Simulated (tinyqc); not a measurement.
Dopant redistribution at a moving silicon-oxide interface during parabolic oxidation. From concentration in the oxide back to segregation coefficient m = C(silicon)/C(oxide). Computed by tinyqc, a small Python program. Command: `OMP_NUM_THREADS=1 python tinyqc.py 3013729 3013730 out.jsonl segox inv`. One thread of a shared host (Intel(R) Xeon(R) Processor @ 2.30GHz), about 0.01 s of CPU time with the checks.

Uniformly doped silicon is oxidised with x_ox = sqrt(B t); the interface advances into the silicon by alpha x_ox, alpha = 0.44. The dopant does not move in the oxide, and at the interface C(silicon) = m C(oxide).

Inputs (values chosen for the exercise, modelled on arsenic in silicon under dry oxygen):

| quantity | value | unit |
|---|---|---|
| dopant prefactor D0 | 8.08 | cm^2/s |
| dopant activation energy E | 4.02 | eV |
| oxidation prefactor B0 | 792 | um^2/h |
| oxidation activation energy E_B | 1.22 | eV |
| bulk doping C_B | 3.1e+17 | 1/cm^3 |
| temperature T | 950 | C |
| time t | 5.9 | h |

Constants: k_B = 8.617333262e-05 eV/K.

Method:
- D = D0 exp(-E/(k_B T)), converted with 1 cm^2/s = 3.6e11 um^2/h; B = B0 exp(-E_B/(k_B T)); s = alpha sqrt(B/(4 D)), the interface advance over 2 sqrt(D t).
- Temperatures in kelvin are T(C) + 273.15.
- With the dopant diffusivity D and s = alpha x_ox/(2 sqrt(D t)), in the silicon C = C_B + (C_s - C_B) erfc(y/(2 sqrt(D t)))/erfc(s), y from the original surface. Dopant balance at the interface gives C_s/C_B = 1/[1 + (1/(m alpha) - 1) g], g = sqrt(pi) s exp(s^2) erfc(s).

Question. A run gave the result below. Find the segregation coefficient m = C(silicon)/C(oxide), known to lie between 6.8 and 18.

concentration in the oxide = 1.084862e+17 1/cm^3

Answer.

Each step takes the trial c = (a f_b - b f_a)/(f_b - f_a), f being the result less the target and a, b, c the logarithms of the listed values; c replaces end b, the old b replaces a if the sign of f changed, and otherwise f_a is halved.

Scan of the range:

| segregation coefficient m = C(silicon)/C(oxide) | concentration in the oxide (1/cm^3) |
|---|---|
| 6.80 | 1.16517e+17 |
| 8.00 | 1.12182e+17 |
| 9.41 | 1.07484e+17 |
| 11.10 | 1.02347e+17 |
| 13.00 | 9.71272e+16 |
| 15.30 | 9.14799e+16 |
| 18.00 | 8.56348e+16 |

False position (Illinois rule, in the logarithm of the input) inside the bracket:

| step | end a | end b | trial | concentration in the oxide (1/cm^3) |
|---|---|---|---|---|
| 1 | 8.00000 | 9.41000 | 9.08974 | 1.08516e+17 |
| 2 | 9.41000 | 9.08974 | 9.09892 | 1.08486e+17 |
| 3 | 9.41000 | 9.09892 | 9.09905 | 1.08486e+17 |
| 4 | 9.09892 | 9.09905 | 9.09899 | 1.08486e+17 |

Concentration in the oxide falls at every point of a 13-point scan of the range (every second point is shown), so one value fits; it is bracketed by 8.00 and 9.41. Answer: segregation coefficient m = C(silicon)/C(oxide) = 9.099.

Caution: in this case the oxide is not much thicker than a typical Deal-Grove length A, so real growth is slower than parabolic. Caution: parabolic growth needs an oxide much thicker than the Deal-Grove length A, which fails for thin films and low temperatures; oxidation-enhanced or retarded diffusion is ignored.
